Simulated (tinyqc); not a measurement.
What moves the results: deformation potentials from a strained empirical pseudopotential. A value that a table varies takes the place of the one given here.

Diamond lattice, no spin-orbit coupling. Atomic form factor V(q) = a1 (q^2 - a2)/(a3 exp(a4 q^2) - 1) in rydberg with q in 1/bohr, for the unstrained cell. Under a strain e the reciprocal vectors and k go over into (1 + e)^(-1) G, the atoms sit at +/- tau with tau = (1 + e) a (1,1,1)/8 - zeta a (eyz, ezx, exy)/4, and H(G,G') = c |k + G|^2 delta + (V(q)/det(1 + e)) cos(q.tau), q = G - G', with the term q = 0 left out; c = hbar^2/2m0. The basis is fixed before straining: all G with |k + G|^2 up to 16 (2 pi/a)^2. k is given in units of 2 pi/a of the unstrained cell.

Constants: hbar^2/2m0 = 3.80998211 eV angstrom^2; Ry = 13.60569312 eV; a0 (Bohr radius) = 0.5291772105 angstrom.

Inputs chosen for the exercise (near those of Si; not measured data):
- a = 5.439 angstrom (lattice constant)
- A = (0.535, 2.215, 2.071, 0.492) (a1 (Ry bohr^2), a2 (1/bohr^2), a3, a4 (bohr^2))
- h = 0.005 (size of the test strain)
- kD = 0.82 2 pi/a (position of the Delta minimum)
- a1 = 0.535
- a2 = 2.215
- a3 = 2.071
- a4 = 0.492

## The internal displacement

Xu of L (level 5, the lowest empty one) and d from exy = eyz = ezx = h for several zeta: Xu = [E(L [111]) - E(L [1-1-1])]/((8/3) h), d = (single valence level - pair)/(3 sqrt(3) h). zeta = 0 strains the bonds with the lattice; zeta = 1 keeps all four bond lengths equal to first order.

Results:
```
zeta  Xu (L) (eV)  d (eV)
0.00        10.92    0.65
0.25        11.37   -1.66
0.50        11.84   -3.97
0.60        12.03   -4.89
0.75        12.32   -6.27
1.00        12.83   -8.57
```

What does this show, and why?

From zeta = 0 to 1, d goes from 0.65 to -8.57 eV and Xu (L) from 10.92 to 12.83 eV, both nearly linearly: the displacement is an optical-phonon mode, and d = d(0) - zeta d0/4 gives its deformation potential d0 = 37 eV. Leaving the relaxation out (zeta = 0 for 0.5) moves d by +4.62 eV, which reverses its sign, and Xu (L) by -0.92 eV. Tetragonal strain has no such freedom.

## Size of the test strain

e = diag(-h/2, -h/2, h). Xu = [E(Delta z) - E(Delta x)]/(1.5 h) at fixed kD, b = [E(Z) - E(X, Y)]/(4.5 h); one-sided from +h alone, central from +h and -h.

Results (eV):
```
h       Xu one-sided  Xu central  b one-sided  b central
0.0010         7.992       7.997       -3.278     -3.274
0.0025         7.984       7.997       -3.284     -3.274
0.0050         7.972       7.997       -3.294     -3.274
0.0100         7.949       7.998       -3.314     -3.274
0.0200         7.904       8.002       -3.355     -3.275
0.0300         7.861       8.009       -3.396     -3.276
```

How do the results move?

From h = 0.001 to 0.03 the one-sided Xu drifts by -0.131 eV and the central one by +0.012 eV; for b the drifts are -0.118 and -0.002 eV. The central difference cancels the term of second order in the strain, so its error goes as h^2. At h = 0.02 the linear law errs by 1.2 % for the valley splitting and 2.5 % for the valence splitting.

## What each parameter of the potential does

Gaps from the valence top to level 8 at Gamma and level 5 at (kD,0,0) and L, and their deformation potentials [E(+h) - E(-h)]/(3 ln((1 + h)/(1 - h))) for e = +/- h 1, h = 0.002. The row for the lattice constant keeps V(q) without the volume factor, so it is not a strain. Each row changes one parameter from the base and keeps the others.

Results:
```
case                Gamma (eV)  Delta (eV)  L (eV)  potential Gamma (eV)  potential Delta (eV)  potential L (eV)
base                     3.829       1.087   1.896                 -8.70                  2.61             -1.91
a = 5.493 angstrom       3.693       1.374   1.993                 -8.99                  2.29             -2.11
a1 = 0.54                3.870       1.154   1.945                 -8.78                  2.60             -1.93
a2 = 2.193               3.945       1.013   1.901                 -8.63                  2.66             -1.88
a3 = 2.05                3.875       1.182   1.961                 -8.79                  2.61             -1.92
a4 = 0.487               3.922       1.172   1.971                 -8.87                  2.53             -1.99
```

What does this show?

The largest shifts from the base row, up to three for each result and ties (the steps differ in size, so this ranks the rows, not the parameters). Gamma (eV): a -0.136, a2 +0.116, a4 +0.092. Delta (eV): a +0.288, a3 +0.095, a4 +0.086. L (eV): a +0.098, a4 +0.076, a3 +0.066. potential Gamma (eV): a -0.28, a4 -0.17, a3 -0.09. potential Delta (eV): a -0.31, a4 -0.08, a2 +0.05; unchanged at the printed digits by a3. potential L (eV): a -0.19, a4 -0.08, a2 +0.03.

Program tinyqc; command `OMP_NUM_THREADS=1 python tinyqc.py 1850035 1850036 out.jsonl`; about 0.2 s on one thread of a shared Intel(R) Xeon(R) Processor @ 2.30GHz.
